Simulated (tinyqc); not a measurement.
# Thermionic emission over a Gaussian spread of barriers: effect of the spread

Metal on an n-type semiconductor with one parabolic valley; V > 0 is forward bias (metal positive). Patches of barrier height b are spread as a Gaussian with mean phi - r2 V and variance sg^2 + r3 V; each carries A* T^2 exp(-b/Vt) [exp(V/Vt) - 1].

A* = 4 pi q me m0 kB^2/h^3 (times 1e-4 for A/(cm^2 K^2)). At zero bias the mean of exp(-b/Vt) gives phi_ap(0) = phi - sg^2/(2 Vt), J0 = A* T^2 exp(-phi_ap(0)/Vt), and the current is centred on b = phi - sg^2/Vt.

Parameters, values chosen for the exercise; band and dielectric values close to those of gallium nitride:
- T = 350 K (temperature)
- me = 0.202 m0 (electron mass)
- phi = 0.72 eV (barrier height seen from the metal)

Constants: q = 1.602176634e-19 C, kB = 1.380649e-23 J/K, h = 6.62607015e-34 J s, m0 = 9.1093837015e-31 kg, Vt = kB T/q. Results are converted to the units shown.

Effect of the spread:

| sg (eV) | phi_ap(0) (eV) | J0 (A/cm^2) | barrier that carries most current (eV) |
|---|---|---|---|
| 0.02 | 0.7134 | 1.589e-4 | 0.7067 |
| 0.039 | 0.6948 | 2.943e-4 | 0.6696 |
| 0.059 | 0.6623 | 8.644e-4 | 0.6046 |
| 0.078 | 0.6191 | 0.003615 | 0.5183 |
| 0.097 | 0.5640 | 0.02248 | 0.4080 |
| 0.116 | 0.4969 | 0.2079 | 0.2739 |

The apparent barrier falls from 0.713 to 0.497 eV, by sg^2/(2 Vt), and J0 grows by a factor of 1310 over the table. The lowering equals Vt at sg = sqrt(2) Vt = 0.0427 eV. In 2 of the 6 rows sg exceeds 3 Vt, so the current comes from more than three deviations below the mean, a tiny share of the area that a Gaussian of independent patches describes poorly.

Computed by the program tinyqc: `OMP_NUM_THREADS=1 python tinyqc.py 2640063 2640064 out.jsonl`, one thread of a shared Intel Xeon 2.30GHz, about 0.01 s for the whole run.
